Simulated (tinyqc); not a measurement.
X-ray reflectivity of a thin film on silicon: critical angles, Parratt recursion, fringes and roughness: one step, computed by the program tinyqc. Command: `OMP_NUM_THREADS=1 python tinyqc.py 3121568 3121569 out.jsonl xrr walk`. One thread of a shared host (Intel(R) Xeon(R) Processor @ 2.30GHz), about 0.01 s of CPU time with the checks.

n = 1 - delta + i beta; the classical electron radius is r_e = 2.8179403e-6 nm. Layer 0 is vacuum, 1 the film, 2 the substrate.

Task: Fringe period, contrast and decay. Far above the critical angle the period is d theta = lambda/(2 d), or 2 pi/d in q; the envelope runs between (|r_01| - |r_12 p|)^2 and (|r_01| + |r_12 p|)^2; contrast = 2 a b/(a^2 + b^2) with a = |r_01|, b = |r_12 p|; roughness factors on the amplitudes are about exp(-q^2 sigma^2/2).

Inputs (values chosen for the exercise, modelled on SiO2 on silicon, copper K-alpha radiation):
```
quantity                              value  unit
wavelength lambda                   0.15406    nm
film thickness d                       31.8    nm
roughness of the surface sigma_1       0.61    nm
roughness of the interface sigma_2     0.25    nm
```

1000 r_01 = 14.47914-0.18183i

1000 r_12 = 1.331150-0.234896i

p = -0.7234601-0.6669497i

q = 4 pi sin(theta)/lambda = 1.151679 1/nm

Give: period in theta; period in q; contrast; roughness factor, surface; roughness factor, interface.

Result:

period in theta = 0.1388 degrees

period in q = 0.1976 1/nm

contrast = 0.1822

roughness factor, surface = 0.7813

roughness factor, interface = 0.9594
